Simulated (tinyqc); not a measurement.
Thin film between two gates, subbands and threshold shift from confinement: one step of the calculation.

Undoped body with a flat potential across it, hard walls, transport along x. Three valley pairs (g = 2 each) with the longitudinal mass along x, y or z. Non-parabolicity enters the subband edges through E (1 + al E) = gamma, so E = 2 gamma/(1 + sqrt(1 + 4 al gamma)); motion within a subband is taken as parabolic with the band-edge mass. Energies are counted from the bulk band edge.

Task. Lowest subbands. gamma = C (pi k/(t + dl))^2/mz, C = hbar^2/(2 m0). List the 5 lowest, labelled by valley axis and quantum numbers, with degeneracy g and N_k: N_k = g sqrt(mx my) m0 kB T/(pi hbar^2).

Values chosen for this exercise; masses close to those of silicon: temperature T = 400 K; longitudinal mass ml = 0.922 m0; transverse mass mt = 0.187 m0; non-parabolicity al = 0 1/eV; film thickness (along z) t = 7.8 nm; widening of the box by penetration into the insulator dl = 0.2 nm.

Constants: q = 1.602176634e-19 C, kB = 1.380649e-23 J/K, hbar = 1.054571817e-34 J s, m0 = 9.1093837015e-31 kg, Vt = kB T/q, hbar^2/(2 m0) = 0.0380998212 eV nm^2. Results are converted to the units shown.

Wanted: E_k; g; N_k.

Result.

E_k, subband z1 to z3 (eV): [0.006373, 0.02549, 0.03142, 0.03142, 0.05735]
g, subband z1 to z3: [2, 2, 2, 2, 2]
N_k, subband z1 to z3 (cm^-2): [5.385e12, 5.385e12, 1.196e13, 1.196e13, 5.385e12]

Program tinyqc, `OMP_NUM_THREADS=1 python tinyqc.py 2350155 2350156 out.jsonl`; Intel Xeon 2.30GHz, shared host, one thread, about 0.1 s.
